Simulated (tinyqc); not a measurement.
Donor or exciton in a quantum well (variational effective-mass method): one step, computed by the program tinyqc. Command: `OMP_NUM_THREADS=1 python tinyqc.py 3012599 3012600 out.jsonl welldonor walk`. One thread of a shared host (Intel(R) Xeon(R) Processor @ 2.30GHz), about 0.03 s of CPU time with the checks.

Electron and hole in their lowest subbands f(z) = cos(pi z/L); relative in-plane motion exp(-rho/lambda) (separable trial function), H = -nabla_rho^2 - 2/sqrt(rho^2 + (z_e - z_h)^2) in effective units. Mass and screening are the same in well and barrier; l = L/a* is the width in effective units. Bands are flat: no polarisation or applied field.

Question. Best radius. k = pi/l; f = cos(k z) inside and zero outside. Binding E_b(lambda) = -1/lambda^2 + (8/lambda^2) int_0^l P(z) g(z) dz, with P(z) = (2/l) [(1 - z/l)(1 + cos(2 pi z/l)/2) + (3/(4 pi)) sin(2 pi z/l)] the distribution of |z_e - z_h| and g(z) = int_z^infinity exp(-2 sqrt(r^2 - z^2)/lambda) dr = int_0^infinity exp(-2 rho/lambda) rho/sqrt(rho^2 + z^2) d rho; 40 Gauss-Legendre points in z and 40 in t with rho = lambda t/(1 - t). Golden-section search for the maximum over lambda from 0.3 to 4, 40 steps.

Centre: exciton. Barriers: infinite.

l = 1.077501

Ry* = 17.68970 meV

a* = 4.547558 nm

Give: best lambda; binding in Ry*; binding energy; radius lambda a*.

Answer.

best lambda = 0.89712 a*

binding in Ry* = 2.0082

binding energy = 35.525 meV

radius lambda a* = 4.0797 nm

Confinement changes the binding by a factor 2.008 against the bulk value (limits: 4 in two dimensions, 1 inside a wide well, which this separable form does not reach).
